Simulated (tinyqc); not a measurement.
Strain: hole subbands of a hard-walled well, four-band Luttinger model.

Hole energies are counted downwards from the unstrained band edge, c = hbar^2/2m0. After the usual block transformation one block is H = [[P + Q - Zs, R - i S], [R + i S, P - Q + Zs]] in (heavy, light), with P +/- Q = c [(g1 +/- g2) k^2 + (g1 -/+ 2 g2) kz^2], R = sqrt(3) c gR k^2, S = 2 sqrt(3) c g3 k kz, kz = -i d/dz; axial approximation gR = (g2 + g3)/2. Zs = b (e_par - e_perp) is the shear part of the strain (the hydrostatic part shifts all levels alike and is left out). Basis sqrt(2/L) sin(n pi z/L), n = 1 to N, for each component: kz^2 gives (n pi/L)^2 and the heavy-light block is R delta_nm - 2 sqrt(3) c g3 k D_nm with D_nm = 4 n m/(L (n^2 - m^2)) for n + m odd, 0 otherwise. The other block has the same levels. The split-off band is left out.

Constants: hbar^2/2m0 = 3.80998211 eV angstrom^2.

Inputs chosen for the exercise (near those of GaSb; not measured data):
- g1 = 13.44 (Luttinger gamma1)
- g2 = 4.72 (gamma2)
- g3 = 5.99 (gamma3)
- L = 180 angstrom (well width along [001])
- Zlist = (-0.0273, -0.0135, -0.0082, -0.0031, 0, 0.0089, 0.0181) eV (shear strain energies (negative: tension in the plane, for b < 0))

N = 20. dE is the rise of the top subband from k = 0 to k1 = pi/(4L), m1 = c k1^2/dE (dash if dE is not positive), and the heavy weight is taken at k = pi/L.

Top subband:
```
Zs (eV),HH1 (meV),LH1 (meV),dE (meV),heavy weight,m1 (m0)
-0.0273,31.9,-0.7,0.017,0.133,4.334
-0.0135,18.1,13.1,-0.760,0.285,-
-0.0031,7.7,23.5,0.991,0.503,0.073
0.0000,4.6,26.6,1.019,0.580,0.071
0.0089,-4.3,35.5,1.070,0.780,0.068
0.0181,-13.5,44.7,1.105,0.894,0.066
```

Give the missing row, Zs (eV) = -0.0082.

Computed row:
```
Zs (eV)  HH1 (meV)  LH1 (meV)  dE (meV)  heavy weight  m1 (m0)
-0.0082       12.8       18.4     0.860         0.385    0.084
```

HH1 and LH1 cross at Zs = -2 c g2 (pi/L)^2 = -0.0110 eV; for more negative Zs the light hole is on top. Among the rows with HH1 on top, m1 goes from 0.084 to 0.066 m0 as the splitting widens from 6 to 58 meV, against the unmixed 1/(g1 + g2) = 0.055: compression lightens the holes here. A dash marks a top subband whose hole energy at k1 lies below that at k = 0: an electron-like (negative) mass. m1 describes the neighbourhood of k = 0 only; where HH1 and LH1 lie close, the band may peak further out.

(tinyqc, `OMP_NUM_THREADS=1 python tinyqc.py 1282076 1282077 out.jsonl`, Intel(R) Xeon(R) Processor @ 2.30GHz, 1 thread, shared host, about 0.1 s.)
